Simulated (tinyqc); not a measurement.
# Potential step from the flux

Inverse problem. On one interval J = (q mu Vt/hx) [nb B(d) - na B(-d)], B(d) = d/(exp(d) - 1), d = (psi_b - psi_a)/Vt. Find psi_b - psi_a, and the step at which J would vanish.

Values chosen for this exercise:
```
symbol,value,unit,meaning
T,250,K,temperature
mu,30000,cm^2/(V s),electron mobility
na,2.4e13,cm^-3,density at the left node
nb,5.4e14,cm^-3,density at the right node
hx,13,nm,node spacing
```

Constants: q = 1.602176634e-19 C, kB = 1.380649e-23 J/K, Vt = kB T/q. Results are converted to the units shown.

J = 2.0924355e5 A/cm^2

Answer. B(d) falls and B(-d) rises with d, so J falls steadily with the step and one value matches. J = 0 needs nb/na = exp(d), the Boltzmann ratio.

psi_b - psi_a = -0.104 V
step for J = 0 = 0.0671 V

Program tinyqc, `OMP_NUM_THREADS=1 python tinyqc.py 2220037 2220038 out.jsonl`; Intel Xeon 2.30GHz, shared host, one thread, about 0.01 s.
